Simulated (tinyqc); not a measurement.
## Threshold spread from leakage statistics

Inverse problem. VT is Gaussian with standard deviation s and Ioff goes as exp(-VT/(n Vt)), so Ioff is log-normal: mean/median = exp(w^2/2) with w = s/(n Vt). Find w, s, the relative standard deviation sqrt(exp(w^2) - 1) and the share of devices that leak more than the mean, erfc(w/(2 sqrt(2)))/2.

Inputs (values chosen for the exercise): temperature T = 300 K; subthreshold factor n = 1.4.

Constants: q = 1.602176634e-19 C, kB = 1.380649e-23 J/K, Vt = kB T/q. Results are converted to the units shown.

mean/median of the off current = 2.6117159

Solution. w = sqrt(2 ln(mean/median)); the mean lies w/2 standard deviations out in ln Ioff.

w = 1.39
s = 50.2 mV
relative standard deviation = 2.41
share above the mean = 24.4 %

Computed by the program tinyqc: `OMP_NUM_THREADS=1 python tinyqc.py 2090002 2090003 out.jsonl`, one thread of a shared Intel Xeon 2.30GHz, about 0.01 s for the whole run.
